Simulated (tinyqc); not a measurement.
Gate sheet resistance from two finger widths.

Problem. At low frequency R = Rsh Wf/(3 L) + B/Wf, where B collects the channel and vertical terms. Find Rsh, B and the width of lowest R.

Parameters, values chosen for the exercise:

| symbol | value | unit | meaning |
|---|---|---|---|
| L | 0.13 | um | channel length |

input resistance of single fingers, contacted at one end, of width 1.8 and 10 um (ohm): 460.68376  827.23077

Answer. R Wf is a straight line in Wf^2; the minimum of R lies where both terms are equal.

Rsh = 30.0 ohm/square
B = 580 ohm um
width of lowest R = 2.75 um

Computed by the program tinyqc: `OMP_NUM_THREADS=1 python tinyqc.py 2262116 2262117 out.jsonl`, one thread of a shared Intel Xeon 2.30GHz, about 0.01 s for the whole run.
